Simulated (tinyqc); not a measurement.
# Inverter chain driving a load

N inverters, each f = Hc^(1/N) times larger than the one before: delay tau N (f + pp). Switched capacitance in units of the first input, with output capacitance pp times the input: Hc + (1 + pp)(Hc - 1)/(f - 1).

Values chosen for this exercise: load over the input capacitance of the chain Hc = 3400; parasitic delay of an inverter pp = 1; delay unit tau = 7.1 ps.

Inverter chain driving a load:
```
N        f  delay (ps)  switched capacitance
3   15.037      341.59                3884.3
4   7.6361      245.26                4424.4
5   5.0851      216.02                5064.1
6   3.8778      207.79                5762.3
7   3.1952      208.50                6496.8
8   2.7633      213.76                7255.2
9   2.4682      221.62                8030.0
10  2.2550      231.11                8816.7
```

What does the table show?

The delay goes from 342 through a minimum of 208 (at N = 6 among the rows listed) to 231 ps. The best stage effort solves pp + rho (1 - ln rho) = 0, rho = 3.59, which gives N = ln Hc/ln rho = 6.36. One stage fewer than the best costs 4.0 % in delay and saves 12 % of the switched capacitance.

tinyqc, about 0.01 s, one thread, Intel Xeon 2.30GHz (shared host): `OMP_NUM_THREADS=1 python tinyqc.py 2082013 2082014 out.jsonl`
